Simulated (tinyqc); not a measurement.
Electron-beam lithography: double-Gaussian proximity function, edge placement and dose correction for parallel lines: one step, computed by the program tinyqc.

Lines are infinitely long. Absorbed energy is counted so that the middle of a very large area written at dose 1 receives 1; the resist develops where it exceeds 1/2.

Problem. Dose to size and latitude. A test line of width w << beta in surroundings of density rho, all at dose d: near its edge E(x) = d [S + eta rho]/(1 + eta), S = [erf((b - x)/alpha) - erf((a - x)/alpha)]/2 for edges a and b, the second term being the background energy. Dose to size d_s = (1 + eta)/(erf(w/alpha) + 2 eta rho), dose = d_s D0; edge slope d [1 - exp(-w^2/alpha^2)]/(sqrt(pi) alpha (1 + eta)); width change per 1 % of dose = 2 x 0.01 x (1/2)/slope.

Inputs (values chosen for the exercise, of the order of those for 50 keV electrons in resist on silicon):
```
quantity                              value               unit
forward range alpha                   0.014         micrometre
backscatter ratio eta                   1.1                  -
base dose D0                            160  microcoulomb/cm^2
width of the test line                0.071         micrometre
pattern density around the test line   0.74                  -
```

Give: dose to size d_s; dose; edge slope; width change per 1 % of dose; background energy.

Solution.

dose to size d_s = 0.7991

dose = 127.9 microcoulomb/cm^2

edge slope = 0.01533 1/nm

width change per 1 % of dose = 0.6521 nm

background energy = 0.3097

The background supplies 62 % of the threshold.
